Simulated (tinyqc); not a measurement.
Tension along [110]: repopulation and mass change: two-band k.p model of the Delta valleys near the X point under shear strain.

Valley pair on the [001] axis, kz counted from the X point, c = hbar^2/2m0, k0 = kx0 2 pi/a. H = (c kz^2/ml + c (kx^2 + ky^2)/mt + c k0^2/ml) 1 + (2 c k0 kz/ml) sigma_z + (D exy - 2 c kx ky/Mp) sigma_x, so E = c kz^2/ml + c (kx^2 + ky^2)/mt + c k0^2/ml -/+ sqrt((2 c k0 kz/ml)^2 + (D exy - 2 c kx ky/Mp)^2). Without strain the lower band has its minima, E = 0, at kz = +/- k0. Shifts from diagonal strain are left out.

For |eta| < 1: k_min = k0 sqrt(1 - eta^2), E_min = -Delta eta^2/2, ml(eta) = ml/(1 - eta^2), 1/m[110] = 1/mt + eta/Mp, 1/m[1-10] = 1/mt - eta/Mp. For |eta| > 1 the minimum sits at X: E_min = -Delta (2 |eta| - 1)/2, ml(eta) = ml/(1 - 1/|eta|), and eta is replaced by its sign in the transverse masses. Here Delta = 2 c k0^2/ml and eta = D exy/Delta.

s11 = (C11 + C12)/((C11 - C12)(C11 + 2 C12)), s12 = -C12/((C11 - C12)(C11 + 2 C12)), s44 = 1/C44; exx = s11 sxx + s12 (syy + szz) and cyclic, exy = s44 sxy/2; tension is positive. A uniaxial stress X along the unit vector n is s_ij = X n_i n_j.

Constants: hbar^2/2m0 = 3.80998211 eV angstrom^2; kB = 8.617333262e-05 eV/K.

Parameters, chosen for this exercise (near those of Si; the results hold for these values, not for the real material): a = 5.418 angstrom (lattice constant); ml = 0.893 m0 (longitudinal mass); mt = 0.191 m0 (transverse mass); kx0 = 0.145 2 pi/a (distance of the minimum from X); D = 14.9 eV (shear deformation potential); Mp = 0.229 m0 (coupling mass); C11 = 163 GPa; C12 = 63.5 GPa; C44 = 80 GPa; Xu = 8.98 eV (uniaxial potential); T = 400 K (temperature).

The z valleys move against the x and y valleys by Xu (ezz - exx) and, through the shear, by E_min. Share of the z valleys n = w/(w + 2 exp(dE/kT)), dE the total relative shift, w = sqrt(ml(eta) m[110] m[1-10]/(ml mt^2)). Along [110]: 1/m_c = n/m[110] + (1 - n)(1/ml + 1/mt)/2. Fixed masses means E_min = 0, w = 1, m[110] = mt. Gains are against 3/(1/ml + 2/mt) at a fixed scattering time.

Results:

| X (GPa) | Xu (ezz - exx) (meV) | E_min (meV) | m[110] | m_c fixed masses | m_c with shear | gain fixed (%) | gain with shear (%) |
|---|---|---|---|---|---|---|---|
| 0.00 | 0.0 | 0.0 | 0.1910 | 0.2588 | 0.2588 | 0.0 | 0.0 |
| 0.25 | -11.3 | -0.3 | 0.1836 | 0.2487 | 0.2432 | 4.1 | 6.4 |
| 0.50 | -22.6 | -1.1 | 0.1768 | 0.2388 | 0.2263 | 8.4 | 14.4 |
| 1.50 | -67.7 | -10.1 | 0.1539 | 0.2090 | 0.1678 | 23.8 | 54.2 |
| 2.00 | -90.3 | -18.0 | 0.1445 | 0.2011 | 0.1502 | 28.7 | 72.3 |
| 3.00 | -135.4 | -40.4 | 0.1288 | 0.1939 | 0.1295 | 33.5 | 99.9 |

Give the missing row, X (GPa) = 1.00.

Computed row:
```
X (GPa)  Xu (ezz - exx) (meV)  E_min (meV)  m[110]  m_c fixed masses  m_c with shear  gain fixed (%)  gain with shear (%)
1.00                    -45.1         -4.5  0.1645            0.2215          0.1936            16.8                 33.7
```

At 1 GPa repopulation alone gives 16.8 % and the shear terms raise it to 33.7 %. From 2 to 3 GPa the fixed-mass gain grows by 4.8 points, towards its ceiling of 35.5 % when all electrons sit in the z valleys, whereas the gain with shear grows by 27.6 points because m[110] keeps falling.

(tinyqc, `OMP_NUM_THREADS=1 python tinyqc.py 1080136 1080137 out.jsonl`, Intel(R) Xeon(R) Processor @ 2.30GHz, 1 thread, shared host, about 0.01 s.)
